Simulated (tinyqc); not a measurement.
# Undoped symmetric double-gate MOSFET, analytic potential model: two studies

An undoped body of thickness ts between two equal insulators and tied gates; long channel, electrons only, n = ni exp((psi - V)/Vt) with V the quasi-Fermi potential (0 at the source, Vd at the drain), constant mobility, no quantisation. Across the body psi(x) = V - 2 Vt ln[(ts/(2 beta)) sqrt(q ni/(2 eps0 eps_r Vt)) cos(2 beta x/ts)], x from the centre. Q is the electron charge per area of the whole body.

Values chosen for this exercise; material values close to those of silicon:

| symbol | value | unit | meaning |
|---|---|---|---|
| T | 400 | K | temperature |
| Eg | 1.11 | eV | band gap |
| eps_r | 11.6 |  | relative permittivity of the semiconductor |
| Nc | 4.33e19 | cm^-3 | conduction-band density of states at T |
| Nv | 4.02e19 | cm^-3 | valence-band density of states at T |
| eox | 24.3 |  | relative permittivity of the gate insulator |
| tox | 13 | nm | insulator thickness |
| ts | 8 | nm | body thickness |
| dphi | -0.06 | V | gate work function less that of the intrinsic body |
| mu | 180 | cm^2/(V s) | channel mobility |
| L | 2 | um | gate length |
| Vd | 0.8 | V | drain voltage |

Constants: q = 1.602176634e-19 C, kB = 1.380649e-23 J/K, Vt = kB T/q, eps0 = 8.8541878128e-14 F/cm where lengths are in cm. Results are converted to the units shown.

Each table varies one quantity; the others keep the values above.

## Effect of the body thickness

ni = sqrt(Nc Nv) exp(-Eg/(2 Vt)), Eg in volts; r = eps_r tox/(eox ts); V0 = dphi + 2 Vt ln[(2/ts) sqrt(2 eps0 eps_r Vt/(q ni))]. beta (between 0 and pi/2) solves (Vg - V0 - V)/(2 Vt) = ln(beta) - ln(cos beta) + 2 r beta tan(beta). Q = 8 eps0 eps_r Vt beta tan(beta)/ts; I = mu (1/L)(4 eps0 eps_r/ts)(2 Vt)^2 [g(beta_s) - g(beta_d)] per width, g = beta tan(beta) - beta^2/2 + r beta^2 tan^2(beta), with beta_s at V = 0 and beta_d at V = Vd.  I(low) is taken at Vg = 0.15 V, Qs and I(high) at Vg = 0.9 V.

Results:

| ts (nm) | V0 (V) | I(low) (nA/um) | Qs(high) (nC/cm^2) | I(high) (uA/um) |
|---|---|---|---|---|
| 2.7 | 0.4763 | 0.2518 | 1302 | 28.34 |
| 3.7 | 0.4546 | 0.3451 | 1316 | 29.18 |
| 7.3 | 0.4077 | 0.6804 | 1334 | 30.65 |
| 10 | 0.3860 | 0.9316 | 1339 | 31.17 |
| 14 | 0.3628 | 1.303 | 1342 | 31.62 |
| 20 | 0.3382 | 1.859 | 1344 | 31.99 |

Estimate the missing row, ts = 5.2 nm.

Computed row:

| ts (nm) | V0 (V) | I(low) (nA/um) | Qs(high) (nC/cm^2) | I(high) (uA/um) |
|---|---|---|---|---|
| 5.2 | 0.4311 | 0.4848 | 1327 | 29.98 |

With this row back in the table: As ts goes from 2.7 to 20 nm, I(low) rises from 0.252 to 1.86 nA/um and I(high) rises from 28.3 to 32.0 uA/um. On average I(low) goes as ts^(1.00) and I(high) goes as ts^(0.06). Below threshold the charge is proportional to the cross-section of the body; above it the insulator sets the charge. In every row the surface density at the source at the higher gate voltage passes 0.3 Nc, where Boltzmann statistics fail. For ts = 2.7 to 5.2 nm the body is thin enough for quantum confinement, left out here, to raise the threshold.

## Output curve

Q = 8 eps0 eps_r Vt beta tan(beta)/ts; I = mu (1/L)(4 eps0 eps_r/ts)(2 Vt)^2 [g(beta_s) - g(beta_d)] per width, g = beta tan(beta) - beta^2/2 + r beta^2 tan^2(beta), with beta_s at V = 0 and beta_d at V = Vd.

In this table Vg = 0.7 V.

Results:

| Vd (V) | Qd (nC/cm^2) | Qd/Qs | I (uA/um) |
|---|---|---|---|
| 0.06 | 625.9 | 0.8004 | 3.798 |
| 0.11 | 501.0 | 0.6407 | 6.332 |
| 0.22 | 251.8 | 0.3219 | 10.02 |
| 0.27 | 156.7 | 0.2004 | 10.94 |
| 0.32 | 80.91 | 0.1035 | 11.46 |
| 0.38 | 25.46 | 0.03256 | 11.73 |
| 0.43 | 7.241 | 0.009260 | 11.80 |
| 0.48 | 1.799 | 0.002300 | 11.81 |

Estimate the missing row, Vd = 0.16 V.

Computed row:

| Vd (V) | Qd (nC/cm^2) | Qd/Qs | I (uA/um) |
|---|---|---|---|
| 0.16 | 382.5 | 0.4892 | 8.317 |

With this row back in the table: The current rises from 3.80 to 11.8 uA/um, while the charge at the drain end falls from 0.80 to 0.0023 of that at the source. The current first comes within 1 % of its last value at Vd = 0.38 V among the rows. In every row the surface density at the source passes 0.3 Nc, where Boltzmann statistics fail.

Numbers from tinyqc (`OMP_NUM_THREADS=1 python tinyqc.py 2440043 2440044 out.jsonl`; about 0.01 s on one thread of a shared Intel Xeon 2.30GHz).
